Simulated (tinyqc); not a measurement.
Inside a calculation. Method: CIS on RHF in the sto-6g basis, frozen core, for BeH2, spin multiplicity 1. One step of it, computed by the program tinyqc.

Task: CIS matrix, singlets. A(ia,jb) = (e_a - e_i) d_ij d_ab + 2 (ia|jb) - (ij|ab).

orbital energies (hartree): MO1 -4.591302, MO2 -0.452952, MO3 -0.415996, MO4 0.209121, MO5 0.209121, MO6 0.442647, MO7 0.894465

Two-electron integrals over orbitals (pq|rs), unique and non-zero (hartree); the lowest 1 orbital is frozen and left out:
```
(22|22) 0.402535    (32|22) -0.036462   (32|32) 0.157436    (33|22) 0.400628
(33|32) 0.030342    (33|33) 0.437152    (42|42) 0.048124    (43|42) 0.003357
(43|43) 0.014583    (44|22) 0.365989    (44|32) -0.000182   (44|33) 0.352848
(44|44) 0.450117    (52|52) 0.048124    (53|52) 0.003357    (53|53) 0.014583
(54|54) 0.024258    (55|22) 0.365989    (55|32) -0.000182   (55|33) 0.352848
(55|44) 0.401601    (55|55) 0.450117    (62|22) -0.025158   (62|32) 0.010754
(62|33) -0.043607   (62|44) 0.055138    (62|55) 0.055138    (62|62) 0.078378
(63|22) 0.017971    (63|32) -0.091003   (63|33) -0.024047   (63|44) 0.008944
(63|55) 0.008944    (63|62) 0.003624    (63|63) 0.083967    (64|42) 0.046988
(64|43) 0.005325    (64|64) 0.051326    (65|52) 0.046988    (65|53) 0.005325
(65|65) 0.051326    (66|22) 0.392902    (66|32) 0.005626    (66|33) 0.406157
(66|44) 0.367024    (66|55) 0.367024    (66|62) -0.030856   (66|63) -0.008209
(66|66) 0.409873    (72|22) 0.011588    (72|32) -0.043833   (72|33) -0.004855
(72|44) -0.006897   (72|55) -0.006897   (72|62) -0.014665   (72|63) 0.060279
(72|66) 0.001298    (72|72) 0.058640    (73|22) -0.005082   (73|32) 0.000044
(73|33) -0.020312   (73|44) 0.060923    (73|55) 0.060923    (73|62) 0.073002
(73|63) 0.014551    (73|66) -0.023486   (73|72) -0.005950   (73|73) 0.082721
(74|42) -0.002951   (74|43) 0.013453    (74|64) -0.001102   (74|74) 0.016611
(75|52) -0.002951   (75|53) 0.013453    (75|65) -0.001102   (75|75) 0.016611
(76|22) -0.030082   (76|32) 0.139613    (76|33) 0.030267    (76|44) -0.000418
(76|55) -0.000418   (76|62) 0.008441    (76|63) -0.092990   (76|66) 0.007489
(76|72) -0.054554   (76|73) -0.001987   (76|76) 0.139553    (77|22) 0.426219
(77|32) -0.010361   (77|33) 0.440524    (77|44) 0.388902    (77|55) 0.388902
(77|62) -0.033289   (77|63) 0.002854    (77|66) 0.432630    (77|72) 0.006721
(77|73) -0.008339   (77|76) -0.006912   (77|77) 0.484104
```

Give: CIS matrix A, singlet.

Result:

CIS matrix A, singlet (hartree), lower triangle:
```
       2>4    2>5    2>6     2>7    3>4    3>5     3>6    3>7
2>4  0.392
2>5  0.000  0.392
2>6  0.000  0.000  0.659
2>7  0.000  0.000  0.001   1.038
3>4  0.007  0.000  0.000   0.000  0.301
3>5  0.000  0.007  0.000   0.000  0.000  0.301
3>6  0.000  0.000  0.002  -0.019  0.000  0.000   0.620
3>7  0.000  0.000  0.006  -0.002  0.000  0.000  -0.001  1.035
```
